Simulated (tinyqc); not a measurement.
Inside a calculation. Method: Pariser-Parr-Pople SCF with singles CI, for the molecule Fc1ccccc1 (SMILES; centres numbered as the heavy atoms are written). One step of it, computed by the program tinyqc.

Question. Singles CI, triplets. Over the 4 single excitations with the smallest orbital gaps: A = (e_a - e_i) delta - (ij|ab), with (pq|rs) = sum c_mp c_mq gamma_mn c_nr c_ns.

orbital energies (eV): -23.004044  -13.557940  -10.344619  -10.224315  0.844423  0.914108  4.163542

coefficients:
```
         MO1        MO2        MO3        MO4        MO5        MO6        MO7
1F  0.987907  -0.087995   0.000000   0.099554   0.000000  -0.067441  -0.042876
2C  0.148824   0.381417   0.000000  -0.566387   0.000000   0.581871   0.415937
3C  0.030050   0.405044   0.502807  -0.303777  -0.497177  -0.278208  -0.406640
4C  0.006522   0.414384   0.497177   0.277879   0.502807  -0.293220   0.406262
5C  0.000999   0.418604   0.000000   0.574718   0.000000   0.574563  -0.405398
6C  0.006522   0.414384  -0.497177   0.277879  -0.502807  -0.293220   0.406262
7C  0.030050   0.405044  -0.502807  -0.303777   0.497177  -0.278208  -0.406640
```

repulsion gamma_rs (eV):
```
           1F         2C         3C         4C         5C         6C         7C
1F  18.970000   8.422682   5.505130   3.758050   3.338584   3.758050   5.505130
2C   8.422682  10.380000   7.307108   5.154775   4.608161   5.154775   7.307108
3C   5.505130   7.307108  10.380000   7.306114   5.154775   4.609158   5.155822
4C   3.758050   5.154775   7.306114  10.380000   7.307108   5.155822   4.609158
5C   3.338584   4.608161   5.154775   7.307108  10.380000   7.307108   5.154775
6C   3.758050   5.154775   4.609158   5.155822   7.307108  10.380000   7.306114
7C   5.505130   7.307108   5.155822   4.609158   5.154775   7.306114  10.380000
```

Give: triplet CI matrix; triplet excitation energies.

Answer.

triplet CI matrix (eV):
```
        4>5     4>6     3>5     3>6
4>5  4.6397  0.0000  0.0000  0.2090
4>6  0.0000  4.2981  0.2090  0.0000
3>5  0.0000  0.2090  4.3264  0.0000
3>6  0.2090  0.0000  0.0000  4.8286
```

triplet excitation energies (eV): 4.1028  4.5048  4.5218  4.9636
